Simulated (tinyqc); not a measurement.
Hubbard chain of 2 sites, step by step. One step of it, computed by the program tinyqc.

Task: Mean-field iteration 2. H(up) = T + U n(down), H(down) = T + U n(up); fill the lowest levels; n(new) = n + mixing (n(out) - n); E = tr T (rho up + rho down) + U sum n_up n_down of the output.

one-body matrix (hopping and site energies) (eV):
```
           1          2
1   0.000000  -0.730000
2  -0.730000   0.000000
```

U = 1.400000 eV

electrons, up and down: 1  1

mixing = 0.200000

n(up) after iteration 1: 1 0.789869, 2 0.210131

n(down) after iteration 1: 1 0.210131, 2 0.789869

Give: levels, up; levels, down; energy; n(up) after iteration 2; n(down) after iteration 2.

Result:

levels, up (eV): -0.1352  1.5352

levels, down (eV): -0.1352  1.5352

energy = -0.7413 eV

n(up) after iteration 2: 1 0.7805, 2 0.2195

n(down) after iteration 2: 1 0.2195, 2 0.7805
